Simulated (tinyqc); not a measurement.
Where in the gap a trap does harm: carrier lifetime from Shockley-Read-Hall, radiative, Auger and surface recombination. Computed by tinyqc, a small Python program. Command: `OMP_NUM_THREADS=1 python tinyqc.py 3024310 3024311 out.jsonl lifetime walk`. One thread of a shared host (Intel(R) Xeon(R) Processor @ 2.30GHz), about 0.02 s of CPU time with the checks.

Energies are counted from the top of the valence band. Boltzmann statistics, full ionisation, and equal excess densities of electrons and holes.

Inputs (values chosen for the exercise, with bands modelled on GaP):

| quantity | value | unit |
|---|---|---|
| gap E_g | 2.26 | eV |
| electron mass m_e | 0.518 | m_0 |
| valleys M_c | 3 | - |
| hole mass m_h | 0.825 | m_0 |
| temperature T | 300 | K |
| doping N | 2.7e+14 | cm^-3 |
| trap level E_t | 0.797 | eV |
| trap density N_t | 8.2e+14 | cm^-3 |
| electron cross-section sigma_n | 5.8e-14 | cm^2 |
| hole cross-section sigma_p | 2.1e-16 | cm^2 |

Doping: n-type. Surface term: none.

Constants: m_0 = 9.1093837015e-31 kg; k_B = 1.380649e-23 J/K; h = 6.62607015e-34 J s; k_B = 8.617333262e-05 eV/K.

Method:
- N_c = 2 M_c (2 pi m_e k_B T/h^2)^(3/2) and N_v = 2 (2 pi m_h k_B T/h^2)^(3/2), masses in units of m_0.
- n_i = sqrt(N_c N_v) exp(-E_g/2 k_B T); majority density N/2 + sqrt(N^2/4 + n_i^2), minority density n_i^2 over it.
- v = sqrt(3 k_B T/m) with m_e or m_h; tau_n0 = 1/(sigma_n v_n N_t), tau_p0 = 1/(sigma_p v_p N_t); n1 = N_c exp(-(E_g - E_t)/k_B T), p1 = N_v exp(-E_t/k_B T).
- Low injection: tau = [tau_p0 (n_0 + n1) + tau_n0 (p_0 + p1)]/(n_0 + p_0). Depleted region (n = p = 0): generation lifetime tau_g = (tau_p0 n1 + tau_n0 p1)/n_i. n1 = N_c exp(-(E_g - E_t)/k_B T), p1 = N_v exp(-E_t/k_B T).

tau_p0 = 4.51622e-07 s

n_0 = 2.70e+14 cm^-3

N_c = 2.80665e+19 cm^-3

tau_n0 = 1.29570e-09 s

p_0 = 2.11226e-14 cm^-3

N_v = 1.88041e+19 cm^-3

n_i = 2.38812 cm^-3

The same trap at other energies:

| E_t (eV) | SRH lifetime (s) | generation lifetime (s) |
|---|---|---|
| 0.136 | 9.2011e-07 | 5.2967e+07 |
| 0.339 | 4.5180e-07 | 2.0595e+04 |
| 0.565 | 4.5162e-07 | 3.2894e+00 |
| 0.791 | 4.5162e-07 | 5.2540e-04 |
| 1.017 | 4.5162e-07 | 9.0891e-08 |
| 1.130 | 4.5162e-07 | 5.5281e-07 |
| 1.243 | 4.5162e-07 | 4.3658e-05 |
| 1.469 | 4.5162e-07 | 2.7333e-01 |
| 1.695 | 4.5164e-07 | 1.7113e+03 |
| 1.921 | 5.4639e-07 | 1.0714e+07 |
| 2.124 | 2.4418e-04 | 2.7555e+10 |

The SRH lifetime (other channels left aside) stays within 10 % of its least value, among these rows, from E_t = 0.339 to 1.695 eV. The generation lifetime has a sharp minimum, among these rows at 1.017 eV and exactly at 1.049 eV, where tau_p0 n1 = tau_n0 p1, since generation needs two thermal jumps and the larger one rules. Caution: the trap density is not small against the doping, so trapped charge breaks the equality of the excess densities.

Extremes, crossings and ranges named in words are read from the listed rows.
